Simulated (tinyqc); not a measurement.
Sweep of a uniaxial [100] stress: six-band Luttinger-Kohn model with strain.

Six-band Luttinger-Kohn model in the basis |3/2,3/2>, |3/2,1/2>, |3/2,-1/2>, |3/2,-3/2>, |1/2,1/2>, |1/2,-1/2>, electron energies, zero at the top of the unstrained valence band. H = -[rows: (P+Q, -S, R, 0, -S/r2, r2 R); (-S*, P-Q, 0, R, -r2 Q, r32 S); (R*, 0, P-Q, S, r32 S*, r2 Q); (0, R*, S*, P+Q, -r2 R*, -S*/r2); (-S*/r2, -r2 Q, r32 S, -r2 R, P+Dso, 0); (r2 R*, r32 S*, r2 Q, -S/r2, 0, P+Dso)], r2 = sqrt(2), r32 = sqrt(3/2). Levels are twofold.

P = c g1 k^2 - av tr(e); Q = c g2 (kx^2 + ky^2 - 2 kz^2) - (b/2)(exx + eyy - 2 ezz); R = c sqrt3 [-g2 (kx^2 - ky^2) + 2i g3 kx ky] + (sqrt3/2) b (exx - eyy) - i d exy; S = 2 c sqrt3 g3 (kx - i ky) kz - d (exz - i eyz); c = hbar^2/2m0, e the strain tensor (not engineering shear).

s11 = (C11 + C12)/((C11 - C12)(C11 + 2 C12)), s12 = -C12/((C11 - C12)(C11 + 2 C12)), s44 = 1/C44; exx = s11 sxx + s12 (syy + szz) and cyclic, exy = s44 sxy/2; tension is positive. A uniaxial stress X along the unit vector n is s_ij = X n_i n_j.

Constants: hbar^2/2m0 = 3.80998211 eV angstrom^2.

Values chosen for the exercise (near those of Si; not measured data): Dso = 0.043 eV (spin-orbit splitting); g1 = 4.3 (Luttinger gamma1); g2 = 0.34 (gamma2); g3 = 1.45 (gamma3); av = 2.46 eV (valence hydrostatic potential); b = -2.12 eV (tetragonal shear potential); d = -4.73 eV (trigonal shear potential); C11 = 166 GPa; C12 = 64.9 GPa; C44 = 80.1 GPa; load = uniaxial [100] (kind of stress).

Edges at k = 0 and curvature masses of the top pair along [110] and [001] (step 0.0002 1/angstrom); at zero stress the top is fourfold and has no single curvature.

Edges and masses:

| X (GPa) | top (eV) | second (eV) | third (eV) | splitting (meV) | m [110] | m [001] |
|---|---|---|---|---|---|---|
| -2.10 | 0.0590 | -0.0615 | -0.0929 | 120.5 | 0.216 | 0.275 |
| -1.40 | 0.0366 | -0.0410 | -0.0735 | 77.6 | 0.216 | 0.274 |
| -0.70 | 0.0156 | -0.0205 | -0.0555 | 36.1 | 0.218 | 0.269 |
| 0.00 | 0.0000 | 0.0000 | -0.0430 | 0.0 | - | - |
| 0.70 | 0.0205 | 0.0021 | -0.0481 | 18.4 | 0.242 | 0.216 |
| 1.40 | 0.0410 | 0.0175 | -0.0666 | 23.5 | 0.242 | 0.216 |
| 2.10 | 0.0615 | 0.0362 | -0.0883 | 25.3 | 0.242 | 0.216 |

The splitting reaches 120.5 meV under compression and 25.3 meV under the same tension; linear shear terms alone would make the two equal, and the difference comes from the coupling to the split-off band. At the ends of the sweep the top pair has a mass along [110] of 0.216 under compression and 0.242 under tension, so compression gives the lighter holes along [110]; along [001] it has 0.275 and 0.216. The top edge itself moves by +59 and +62 meV.

Run: tinyqc, `OMP_NUM_THREADS=1 python tinyqc.py 1081056 1081057 out.jsonl`; Intel(R) Xeon(R) Processor @ 2.30GHz, one thread, shared host; about 0.08 s of CPU time with all checks.
